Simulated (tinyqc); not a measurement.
The Green function across the gap: deep trap from a strong local potential in a two-band host (Koster-Slater model with semi-elliptic bands). Computed by tinyqc, a small Python program. Command: `OMP_NUM_THREADS=1 python tinyqc.py 3000687 3000688 out.jsonl deeptrap sweep`. One thread of a shared host (Intel(R) Xeon(R) Processor @ 2.30GHz), about 0.01 s of CPU time with the checks.

The valence band spans -2 W_v to 0 and the conduction band E_g to E_g + 2 W_c. The orbital at the impurity site has weight f_v in the valence band and 1 - f_v in the conduction band, each spread as a semi-ellipse (2/(pi W^2)) sqrt(W^2 - x^2) about the band centre. The impurity adds U to this orbital. Spin is left out.

Inputs (values chosen for the exercise, with a gap close to that of silicon):
```
quantity,value,unit
gap E_g,1.12,eV
half-width of the valence band W_v,3.7,eV
half-width of the conduction band W_c,2.5,eV
valence weight f_v of the site orbital,0.54,-
```

Impurity: repulsive, acceptor-like.

Method. In the gap G(E) = f_v (2/W_v^2)[x - sqrt(x^2 - W_v^2)] - (1 - f_v)(2/W_c^2)[y - sqrt(y^2 - W_c^2)], x = E + W_v, y = E_g + W_c - E. The potential that would put a level at E is U = 1/G(E).

One run for each value:
```
trial energy E (eV),G(E) (1/eV),valence part (1/eV),conduction part (1/eV)
0.0448,0.09981,0.24987,-0.15006
0.1590,0.06080,0.21795,-0.15715
0.2740,0.03394,0.19911,-0.16517
0.3880,0.01114,0.18537,-0.17423
0.5030,-0.01051,0.17428,-0.18479
0.6170,-0.03203,0.16511,-0.19714
0.7320,-0.05512,0.15716,-0.21228
0.8460,-0.08112,0.15027,-0.23138
0.9610,-0.11400,0.14408,-0.25809
1.0800,-0.16945,0.13835,-0.30780
```

What does the table show, and why?

Over the rows, G(E) (1/eV) falls from 0.0998 to -0.169; valence part (1/eV) falls from 0.250 to 0.138 (exponent d ln y / d ln x -0.11 between the first rows and -0.35 between the last); conduction part (1/eV) falls from -0.150 to -0.308 (exponent d ln y / d ln x 0.036 between the first rows and 1.5 between the last). G falls with E everywhere in the gap, so each U = 1/G gives at most one level there: repulsive where G > 0, attractive where G < 0. G vanishes between 0.388 and 0.503 eV, the vacancy level.

Extremes, crossings and ranges named in words are read from the listed rows.
